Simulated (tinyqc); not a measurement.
What each form factor does: empirical-pseudopotential levels.

Empirical pseudopotential on the fcc lattice, atoms at +/- tau, tau = a (1,1,1)/8, no spin-orbit coupling. H(G,G') = c (2 pi/a)^2 |k + G|^2 delta + VS(q) cos(q.tau) + i VA(q) sin(q.tau), q = G - G', c = hbar^2/2m0; k and G in units of 2 pi/a; VS at |q|^2 = 3, 8, 11 and VA at 3, 4, 11, in rydberg, zero elsewhere. The basis is fixed: all 113 G with |G|^2 up to Gcut. Energies are counted from the fourth level at Gamma.

Constants: hbar^2/2m0 = 3.80998211 eV angstrom^2; Ry = 13.60569312 eV.

Inputs chosen for the exercise (near those of Si; shifted at random, so the results belong to these values and not to a real crystal): a = 5.414 angstrom (lattice constant); VS3 = -0.212 Ry; VS8 = 0.041 Ry; VS11 = 0.079 Ry; VA3 = 0 Ry; VA4 = 0 Ry; VA11 = 0 Ry; Gcut = 20 (2 pi/a)^2 (largest |G|^2 of the fixed basis).

Lowest empty singlet and triplet at Gamma and the valence width there (fixed basis); lowest empty level at X = (1,0,0) and L = (1/2,1/2,1/2) from the valence top, these levels and that top with all |k + G|^2 up to 21. Singlet and triplet count orbital degeneracy. VS3 is VS at |q|^2 = 3, and so on. The row for a keeps the form factors fixed, so it is no model of a real expansion, which changes them too.

One parameter was then changed.

Results before and after:
```
case,singlet (eV),triplet (eV),X (eV),L (eV),width (eV)
base,3.866,3.415,0.922,1.863,12.729
changed,3.738,3.497,0.477,1.906,12.720
```

Which of these changes was made? (a) VA3 = 0.03 Ry; (b) VA4 = 0.03 Ry; (c) VS8 = 0.051 Ry; (d) VS11 = 0.089 Ry; (e) VS3 = -0.202 Ry; (f) VA11 = 0.03 Ry; (g) a = 5.468 angstrom.

Answer: (b) VA4 = 0.03 Ry. Of the candidates, run in turn, only this one gives the changed row.

All candidates:
```
case,singlet (eV),triplet (eV),X (eV),L (eV),width (eV)
base,3.866,3.415,0.922,1.863,12.729
a = 5.468 angstrom,3.879,3.441,1.052,1.935,12.420
VS3 = -0.202 Ry,3.928,3.271,0.679,1.771,12.785
VS8 = 0.051 Ry,4.344,3.365,1.001,2.090,12.648
VS11 = 0.089 Ry,4.362,3.655,1.185,2.184,12.543
VA3 = 0.03 Ry,3.900,3.437,0.665,1.858,12.733
VA4 = 0.03 Ry,3.738,3.497,0.477,1.906,12.720
VA11 = 0.03 Ry,3.737,3.375,0.636,1.805,12.740
```

In a diamond crystal a small VA enters the levels at Gamma and L only in second order, by symmetry, but splits the degenerate pair at X in first order.

(tinyqc, `OMP_NUM_THREADS=1 python tinyqc.py 1050489 1050490 out.jsonl`, Intel(R) Xeon(R) Processor @ 2.30GHz, 1 thread, shared host, about 3 s.)
